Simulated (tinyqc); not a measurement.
Strain-driven roughening and islands of a mismatched epitaxial film. Changing the ripple wavelength over the critical one. Computed by tinyqc, a small Python program. Command: `OMP_NUM_THREADS=1 python tinyqc.py 3021919 3021920 out.jsonl island sweep`. One thread of a shared host (Intel(R) Xeon(R) Processor @ 2.30GHz), about 0.01 s of CPU time with the checks.

Film and substrate share isotropic elastic constants; the film is coherent and biaxially strained.

Inputs (values chosen for the exercise, modelled on GaN on AlN):
```
quantity,value,unit
misfit |f|,0.0235,-
shear modulus G,123,GPa
Poisson ratio nu,0.18,-
surface energy gamma,1.71,J/m^2
surface mobility D_s nu_s Omega^2/(k_B T),1.3e-32,m^6/(J s)
initial ripple amplitude A0,0.23,nm
```

Transport: surface diffusion.

Method. M = 2 G (1 + nu)/(1 - nu); stress = M f; energy density w = M f^2. A ripple A cos(k x) has the surface chemical potential per volume [gamma k^2 - 2 (1 + nu) w k] A cos(k x), so k_c = 2 (1 + nu) w/gamma. With surface diffusion the amplitude grows at the rate q = B k^2 [2 (1 + nu) w k - gamma k^2], fastest at k_m = (3/4) k_c. B is the surface mobility. Stress at the trough = stress x (1 + 2 k A).

One run for each value:
```
ripple wavelength over the critical one,q over the largest rate,k (1/nm),stress concentration at A0
0.8,-4.6296e+00,0.33726,1.1551
1.0,-8.0147e-11,0.26981,1.1241
1.3,9.9592e-01,0.20754,1.0955
1.7,7.9465e-01,0.15871,1.0730
2.2,4.8570e-01,0.12264,1.0564
2.9,2.5471e-01,0.09304,1.0428
3.7,1.3659e-01,0.07292,1.0335
4.8,6.7873e-02,0.05621,1.0259
6.2,3.3367e-02,0.04352,1.0200
8.0,1.6204e-02,0.03373,1.0155
```

Describe and explain the trends.

Over the rows, q over the largest rate goes from -4.63 through a maximum among these rows, 0.996 at 1.30, to 0.0162; k (1/nm) falls from 0.337 to 0.0337 (exponent d ln y / d ln x about -1.0 throughout); stress concentration at A0 falls from 1.16 to 1.02 (exponent d ln y / d ln x -0.12 between the first rows and -0.017 between the last). The rate is negative below the critical wavelength, where surface energy wins, and falls again at long wavelength, as k^3, since atoms must diffuse farther.

Extremes, crossings and ranges named in words are read from the listed rows.
